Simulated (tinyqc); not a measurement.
Energy and delay of logic against supply voltage: optimum supplies against the logic depth.

One expression serves below and above threshold: I(Vg) = Ik [ln(1 + exp((Vg - VT + dd V)/(al nf Vt)))]^al, with I_on = I(V) and I_off = I(0). Gate delay td = kd C V/I_on, clock period LD td. Per gate and cycle the switching energy is act C V^2 and the leakage energy I_off V LD td. No short-circuit current, no variation. Minima are sought above 0.09 V; below a few Vt gates no longer switch and the model has no meaning.

V_min minimises the energy and V_EDP the product of energy and td.

Inputs (values chosen for the exercise); values of the order met in logic technologies:
- T = 358 K (temperature)
- VT = 0.23 V (threshold voltage at zero drain bias)
- nf = 1.08 (slope factor)
- dd = 0.12 (barrier lowering per volt of supply)
- Ik = 2.1 uA (specific current of a gate)
- al = 1.2 (exponent of the current law)
- C = 1 fF (load capacitance of a gate)
- kd = 0.9 (delay factor)
- act = 0.2 (activity factor)

Constants: q = 1.602176634e-19 C, kB = 1.380649e-23 J/K, Vt = kB T/q. Results are converted to the units shown.

Optimum supplies against the logic depth:

| LD | V_min (V) | energy at V_min (aJ) | leakage share (%) | clock at V_min (MHz) | V_EDP (V) | clock at V_EDP (GHz) |
|---|---|---|---|---|---|---|
| 12 | 0.1279 | 7.320 | 55.33 | 105.3 | 0.3405 | 2.842 |
| 20 | 0.1569 | 9.503 | 48.19 | 126.8 | 0.3438 | 1.737 |
| 30 | 0.1758 | 11.50 | 46.24 | 131.0 | 0.3475 | 1.181 |
| 50 | 0.1975 | 14.55 | 46.43 | 125.1 | 0.3538 | 0.7326 |
| 80 | 0.2160 | 18.19 | 48.68 | 111.7 | 0.3615 | 0.4756 |
| 150 | 0.2394 | 25.10 | 54.34 | 87.34 | 0.3743 | 0.2689 |

What does the table show?

As LD goes from 12 to 150, V_min rises from 0.128 to 0.239 V, the energy there rises from 7.32 to 25.1 aJ, the clock there goes from 105 through a maximum of 131 (at LD = 30 among the rows listed) to 87.3 MHz and V_EDP rises from 0.341 to 0.374 V. act and LD enter V_min only through the ratio act/LD.

Computed by the program tinyqc: `OMP_NUM_THREADS=1 python tinyqc.py 2082155 2082156 out.jsonl`, one thread of a shared Intel Xeon 2.30GHz, about 0.01 s for the whole run.
